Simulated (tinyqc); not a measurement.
Solubility, supersaturation, precipitation and gettering of an impurity in a silicon-like host: one step, computed by the program tinyqc. Command: `OMP_NUM_THREADS=1 python tinyqc.py 3030249 3030250 out.jsonl ripen walk`. One thread of a shared host (Intel(R) Xeon(R) Processor @ 2.30GHz), about 0.01 s of CPU time with the checks.

The wafer was saturated at T1 and is then held at T.

Task: Ham's law for sinks of fixed radius. tau0 = 1/(4 pi n r0 D); C_fixed(t) = C_eq + (C0 - C_eq) exp(-t/tau0). If all excess precipitates, the final radius is r_f = [r0^3 + 3 (C0 - C_eq)/(4 pi n C_p)]^(1/3), with tau_f = 1/(4 pi n r_f D).

Inputs (values chosen for the exercise, for a model impurity):

| quantity | value | unit |
|---|---|---|
| temperature of saturation T1 | 1275 | K |
| anneal temperature T | 752 | K |
| sink density n | 1.1e+08 | 1/cm^3 |
| initial sink radius r0 | 56 | nm |
| impurity density in the precipitate C_p | 5.6e+22 | 1/cm^3 |
| anneal time t | 24 | s |

D(T) = 1.264984e-06 cm^2/s

C_eq(T) = 5.256688e+13 1/cm^3

C0 = 1.021538e+18 1/cm^3

Give: tau0; C_fixed(t); final radius r_f; tau_f.

Result:

tau0 = 102.12 s

C_fixed(t) = 8.0760e+17 1/cm^3

final radius r_f = 341.32 nm

tau_f = 16.755 s

The sinks grow 6.1 times, so the fixed radius underrates the later rate. Caution: the barrier to homogeneous nucleation is below 35 k_B T for these inputs, so new precipitates would form and outnumber the fixed sinks assumed here.
